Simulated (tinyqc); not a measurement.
Size effects in the resistivity of thin metal films and interconnect lines: one step, computed by the program tinyqc.

Electrons lose their drift at surfaces (a share 1 - p of the hits) and at grain boundaries (reflection R), besides bulk scattering. The line sits in a trench with a non-conducting liner on both walls and the bottom; the spacing equals the drawn width.

Problem. Resistance and delay. Total: rho = rho_b [1 + surface excess + grain excess]; resistance per length rho/(w_m h_m); capacitance per length C = 2 k eps_0 (aspect ratio + 1/2), a parallel-plate estimate for two neighbours plus a fixed term for the planes above and below; delay 0.38 R C L^2; effective resistivity per drawn area.

Inputs (values chosen for the exercise, modelled on aluminium):
```
quantity                          value         unit
bulk resistivity rho_b             2.55  microohm cm
aspect ratio (height over width)    1.4            -
line length                          12   micrometre
permittivity of the dielectric k    3.5            -
```

Geometry: line.

rho/rho_b from surfaces = 1.663147

rho/rho_b from grains = 2.243318

metal width w_m = 20.4 nm

metal height h_m = 33.6 nm

share of the trench filled by metal = 72.42604 %

Constants: eps_0 = 8.8541878128e-12 F/m.

Give: resistivity rho; resistance per length; capacitance per length; RC delay; effective resistivity per drawn area.

Solution.

resistivity rho = 7.411 microohm cm

resistance per length = 108.1 ohm/micrometre

capacitance per length = 0.1178 fF/micrometre

RC delay = 0.6968 ps

effective resistivity per drawn area = 10.23 microohm cm

Of the factor 4.01 over bulk, scattering gives 2.91 and the liner 1.38; within scattering, grain boundaries outweigh surfaces (1.24 against 0.66, grains first).
